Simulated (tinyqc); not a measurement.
Metal-interlayer-semiconductor contact, depinning against tunnelling resistance: two steps of the calculation.

Zero bias, n-type semiconductor. Gap states at the semiconductor surface thin out as exp(-be ti), which unpins the barrier; electrons must then cross the interlayer (a rectangular barrier, no voltage drop across it) and the parabolic depleted layer, both by WKB. Energies E are counted from the Fermi level; no image force, parabolic bands.

Inputs (values chosen for the exercise); semiconductor values close to those of silicon; interlayer mass of the order of that in strontium titanate, offset chosen freely:

| symbol | value | unit | meaning |
|---|---|---|---|
| T | 300 | K | temperature |
| Eg | 1.11 | eV | band gap |
| eps_r | 11.6 |  | relative permittivity |
| chi | 4.19 | eV | electron affinity |
| Nc | 2.8e19 | cm^-3 | conduction-band density of states at T |
| mt | 0.195 | m0 | tunnelling mass in the semiconductor |
| mA | 2 | m0 | Richardson mass |
| Nd | 1.5e20 | cm^-3 | donor density |
| E0 | 0.37 | eV | charge-neutrality level above the valence band |
| S0 | 0.27 |  | pinning factor without interlayer |
| phiM | 4.25 | eV | metal work function |
| ti | 1.6 | nm | interlayer thickness |
| dE | 0.18 | eV | conduction-band offset of the interlayer above the semiconductor |
| mi | 0.6 | m0 | tunnelling mass in the interlayer |
| be | 5 | 1/nm | decay constant of gap states through the interlayer |

Constants: q = 1.602176634e-19 C, kB = 1.380649e-23 J/K, eps0 = 8.8541878128e-12 F/m, hbar = 1.054571817e-34 J s, h = 6.62607015e-34 J s, m0 = 9.1093837015e-31 kg, Vt = kB T/q, hbar^2/(2 m0) = 0.0380998212 eV nm^2. Results are converted to the units shown.

Question 1. Pinning, barrier and scales. S = 1/(1 + (1/S0 - 1) exp(-be ti)); phiB = S (phiM - chi) + (1 - S)(Eg - E0); xi = Ec - EF deep inside, from Nd = Nc F(-xi/Vt), F(x) = (2/sqrt(pi)) int_0^infinity sqrt(u) du/(1 + exp(u - x)); band bending U = phiB - xi; E00 = (hbar/2) sqrt(Nd/(eps0 eps_r mt m0)) in volts; A = 4 pi q mA m0 kB^2/h^3.

Wanted: S; phiB; xi; U; E00; A.

Answer 1.

S = 0.99909
phiB = 0.060616 eV
xi = -0.089189 eV
U = 0.14981 eV
E00 = 0.15119 eV
A = 240.35 A/(cm^2 K^2)

Question 2. Exponents and integrand on an energy grid. With U = phiB - xi: for xi < E < phiB, y = (E - xi)/U and G1 = (U/E00) [sqrt(1 - y) - y ln((1 + sqrt(1 - y))/sqrt(y))], G1 = 0 above phiB; G2 = 2 ti sqrt(mi max(phiB + dE - E, 0)/C), C = hbar^2/(2 m0); f = 1/(1 + exp(E/Vt)); integrand exp(-G1 - G2) f.

E, point 0 to 14 (eV): -0.08  -0.05929  -0.03857  -0.01786  0.00286  0.02357  0.04429  0.065  0.08571  0.10643  0.12714  0.14786  0.16857  0.18929  0.21
phiB = 0.060616195 eV
xi = -0.089189300 eV
E00 = 0.15119124 eV

Find: G1; G2; f; integrand.

Answer 2.

```
point      G1     G2         f  integrand (1e-4)
0      0.8340  7.190    0.9567             3.132
1      0.6007  6.954    0.9083             4.755
2      0.4253  6.710    0.8164             6.504
3      0.2852  6.456    0.6662             7.867
4      0.1729  6.192    0.4724             8.129
5      0.0857  5.916    0.2866             7.092
6      0.0243  5.627    0.1527             5.368
7      0.0000  5.322   0.07486             3.657
8      0.0000  4.998   0.03505             2.366
9      0.0000  4.652   0.01603             1.530
10     0.0000  4.278  0.007261             1.007
11     0.0000  3.868  0.003271             0.684
12     0.0000  3.409  0.001471             0.487
13     0.0000  2.877  6.604e-4             0.372
14     0.0000  2.222  2.965e-4             0.321
```

Range of the model: The depletion charge would drop about 0.049 V across such an interlayer (eps_r near 100) at ti = 1.6 nm and Nd = 1.5e20 cm^-3, against a band bending of 0.15 V; this model leaves that drop out.

Program tinyqc, `OMP_NUM_THREADS=1 python tinyqc.py 2270155 2270156 out.jsonl`; Intel Xeon 2.30GHz, shared host, one thread, about 0.04 s.
